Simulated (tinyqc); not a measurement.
Pump-down curve: gas flow in a process chamber: flow regimes, conductance, effective pumping speed, pump-down, outgassing and purge. Computed by tinyqc, a small Python program. Command: `OMP_NUM_THREADS=1 python tinyqc.py 3120155 3120156 out.jsonl pump walk`. One thread of a shared host (Intel(R) Xeon(R) Processor @ 2.30GHz), about 0.07 s of CPU time with the checks.

Ideal gas, isothermal flow, a pump of constant speed at the end of a round pipe; process gas, volume gas and outgassing are given the same properties. 1 sccm = 101325 Pa x 1e-6 m^3/60 s x T/273.15 K.

Inputs (values chosen for the exercise, modelled on oxygen near room temperature): molar mass M = 32 g/mol; molecular diameter = 0.36 nm; viscosity eta = 20.6 micropascal s; temperature T = 293 K; chamber volume V = 19 L; wall area = 1.6 m^2; pipe diameter d = 10 cm; pipe length l = 13 cm; pump speed S = 53 L/s; outgassing rate after 1 h = 1.6e-05 Pa m^3/(s m^2); outgassing exponent n = 0.87; starting pressure p0 = 280 Pa.

Constants: k_B = 1.380649e-23 J/K; u = 1.6605390666e-27 kg.

Method:
- Mean speed c = sqrt(8 k_B T/(pi m)); aperture conductance C_a = c pi d^2/16; molecular pipe C_m = C_a/(1 + 3 l/(4 d)) (Dushman form); viscous pipe C_v = pi d^4 p_mean/(128 eta l); Knudsen interpolation C = C_v + C_m (1 + x)/(1 + 1.24 x), x = d p_mean sqrt(m/(k_B T))/eta.
- Effective speed 1/S_eff = 1/S + 1/C_m; time constant V/S_eff; pressure at which the free path k_B T/(sqrt2 pi d_m^2 p) equals d.
- Pump-down: V dp/dt = -S_eff(p) p + q(t) A, with S_eff = S p_2/p, where p_2 solves C((p + p_2)/2) (p - p_2) = S p_2 at each moment, and q(t) = q_1 (1 h/(t + 10 s))^n; integrated adaptively. At long times p = q(t) A/S_eff.
- S_eff(p) is tabulated at 260 pressures and interpolated in ln p. Comparison columns: p0 exp(-t/time constant) with the molecular S_eff (0 below 1e-26 p0), and the outgassing limit.

time constant = 0.401896 s

S_eff in molecular flow = 47.2759 L/s

Pressure against time:
```
t (s)       p (Pa)  S_eff (L/s)  volume gas only (Pa)  outgassing limit (Pa)
0.3     1.2134e+02       52.975            1.3273e+02             8.8392e-02
1       1.7332e+01       52.827            2.3256e+01             8.3478e-02
3       1.5395e-01       47.991            1.6044e-01             7.2186e-02
10      5.0513e-02       47.283            4.3754e-09             4.9623e-02
30      2.7440e-02       47.195                     0             2.7151e-02
100     1.1315e-02       47.202                     0             1.1261e-02
300     4.5809e-03       47.237                     0             4.5719e-03
1000    1.6373e-03       47.260                     0             1.6362e-03
3600    5.4031e-04       47.270                     0             5.4020e-04
20000   1.2176e-04       47.275                     0             1.2176e-04
100000  3.0030e-05       47.276                     0             3.0029e-05
```

What does the comparison show, and why?

From t = 10 s on the pressure is within 20 % of the outgassing limit, which falls only as (t + 10 s)^-0.87: walls, not volume, set the time to base pressure.
